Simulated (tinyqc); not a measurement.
AlGaN/GaN HEMT with access regions, lumped model: one step of the calculation.

A polarisation-induced electron sheet under a Schottky gate, in series with two ungated access regions and contacts. Drift law v = mu E/(1 + mu E/vs) under the gate. Currents in mA/mm, resistances in ohm mm. No self-heating, no channel-length modulation; fits for polarisation, barrier and offset are chosen for the exercise.

Problem. On-resistance and breakdown. sigma = (5e13 x + 1.6e13 x^2) cm^-2, phiB = 0.84 + 1.3 x, dEc = 0.7 (1.71 x + x^2) in volts, Cb = eps0 eps_r/d, VT = phiB - dEc - q sigma/Cb, access density n0 = -Cb VT/q. Ron = 2 Rc + Ls/(q mu n0) + Ld/(q mu (1 - ft) n0) + Lg/(mu Cb (Vg - VT)). Off state: a depleted stretch that holds the voltage V has the peak field sqrt(k V), k = 2 q n0/(eps0 eps_r te), so one edge holds V1 = Ec^2/k. The sheet under the plate pinches off at Vf = q n0 (1/Cb + tf/(eps0 ei)); beyond it the gate edge is screened. BV = V1 if Vf >= V1, else Vf + V1, and at most Ec Ld. Specific resistance Ron (Ls + Lg + Ld); figure of merit BV^2 over it.

Parameters, values chosen for the exercise; values close to those of AlGaN/GaN structures: aluminium share of the barrier x = 0.32; barrier thickness d = 15 nm; relative permittivity of barrier and channel eps_r = 9.1; channel mobility mu = 1200 cm^2/(V s); saturation velocity vs = 1e7 cm/s; gate length Lg = 0.25 um; source access length Ls = 2 um; drain access length Ld = 16 um; resistance of each contact Rc = 0.23 ohm mm; share of the drain-access electrons removed by traps ft = 0; gate voltage Vg = -1 V; critical field Ec = 2.8 MV/cm; depth over which the depleted charge spreads te = 0.28 um; insulator under the field plate tf = 500 nm; relative permittivity of that insulator ei = 7.

Constants: q = 1.602176634e-19 C, eps0 = 8.8541878128e-14 F/cm where lengths are in cm. Results are converted to the units shown.

Wanted: Ron; Vf; V1; BV; specific resistance; figure of merit.

Solution.

Ron = 6.834 ohm mm
Vf = 197.7 V
V1 = 36.92 V
BV = 36.92 V
specific resistance = 1.247 mohm cm^2
figure of merit = 1.093 MW/cm^2

The plate pinches off too late to screen the gate edge, so it adds nothing.

Computed by the program tinyqc: `OMP_NUM_THREADS=1 python tinyqc.py 2570140 2570141 out.jsonl`, one thread of a shared Intel Xeon 2.30GHz, about 0.02 s for the whole run.
